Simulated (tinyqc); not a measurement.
From results back to parameters: Lorentz oscillators and the Kramers-Kronig relations. Two cases, with inputs chosen for the exercise.

Problem. Below the gap a single undamped oscillator gives n^2 - 1 = Eo Ed/(Eo^2 - E^2) (Wemple-DiDomenico). Two refractive indices were computed from hidden Eo and Ed.

Find: Eo; Ed; n at E = 0.
Method. 1/(n^2 - 1) = Eo/Ed - E^2/(Eo Ed) is a straight line in E^2: slope -1/(Eo Ed), intercept Eo/Ed.

Case 1.

Values chosen (out of a larger set: line positions loosely like those of Si; Lorentz tails absorb below the gap, where the real solid is clear; not measured data): Ea = 1.01 eV; Eb = 2.14 eV.

n(Ea) = 3.738363
n(Eb) = 4.146742

Solution.

Eo = 4.35 eV
Ed = 53.4 eV
n at E = 0 = 3.644

Case 2.

Values chosen: Ea = 0.93 eV; Eb = 2.46 eV.
n(Ea) = 1.590275
n(Eb) = 1.653872

Solution.

Eo = 6.67 eV
Ed = 10.0 eV
n at E = 0 = 1.581

Computed by tinyqc, one run a case: `OMP_NUM_THREADS=1 python tinyqc.py N N+1 out.jsonl` with N = 1651838, 1651896; one thread of a shared Intel(R) Xeon(R) Processor @ 2.30GHz, about 0.2 s a run at most.
